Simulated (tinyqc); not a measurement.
Bandgap voltage reference from two bipolar transistors: two steps of the calculation.

Two transistors of area 1 and N carry the same current I. Is(T) = Is (T/T0)^eta exp[(Vg0 q/kB)(1/T0 - 1/T)], VBE1 = Vt ln(I/Is(T)) + I rb, VBE2 = Vt ln(I/(N Is(T))) + I rb/N. The amplifier forces I R1(T) = VBE1 - VBE2 + Vos, with R(T) = R (1 + tc (T - T0)) for both resistors, and the output is Vref = VBE1 + I R2(T). Base currents and the Early effect are neglected.

Inputs (values chosen for the exercise); values of the order met in silicon bipolar transistors: reference temperature T0 = 298 K; band-gap voltage extrapolated to 0 K Vg0 = 1.205 V; temperature exponent of the saturation current eta = 3.7; saturation current of the unit transistor at T0 Is = 8.8e-16 A; area ratio of the second transistor N = 15; resistor across which the difference of VBE falls, at T0 R1 = 3.9 kohm; temperature coefficient of both resistors tc = 600 ppm/K; offset of the amplifier Vos = 0 mV; series resistance of the unit transistor rb = 81 ohm; output resistor at T0 R2 = 35.75 kohm; temperature T = 253 K.

Constants: q = 1.602176634e-19 C, kB = 1.380649e-23 J/K. Results are converted to the units shown.

Problem 1. Operating point at another temperature. Vt = kB T/q; I = (Vt ln N + Vos)/(R1(T) - rb (1 - 1/N)).

Wanted: Vt; I; Is(T); VBE1; I R2; Vref.

Solution 1.

Vt = 0.021802 V
I = 15.875 uA
Is(T) = 1.1395e-19 A
VBE1 = 0.71132 V
I R2 = 0.55221 V
Vref = 1.2635 V

From T0 to T, VBE1 changes by 99.9 mV and I R2 by -97.9 mV, which leaves 2.06 mV in Vref.

Problem 2. Resistor for zero slope at T0, ideal case. With tc = 0, Vos = 0 and rb = 0 the current is proportional to T, dVBE/dT = (VBE - Vg0 - (eta - 1) Vt)/T, and Vref has zero slope at T0 when Vref = Vg0 + (eta - 1) Vt0. Find VBE1, its slope, that Vref, R2/R1 and the curvature d2Vref/dT2 = -(eta - 1) kB/(q T0).

Give: VBE1; dVBE/dT; Vref; R2/R1; curvature.

Solution 2.

VBE1 = 0.60943 V
dVBE/dT = -2.2312 mV/K
Vref = 1.2743 V
R2/R1 = 9.5612
curvature = -0.78077 uV/K^2

Computed by the program tinyqc: `OMP_NUM_THREADS=1 python tinyqc.py 2062101 2062102 out.jsonl`, one thread of a shared Intel Xeon 2.30GHz, about 0.02 s for the whole run.
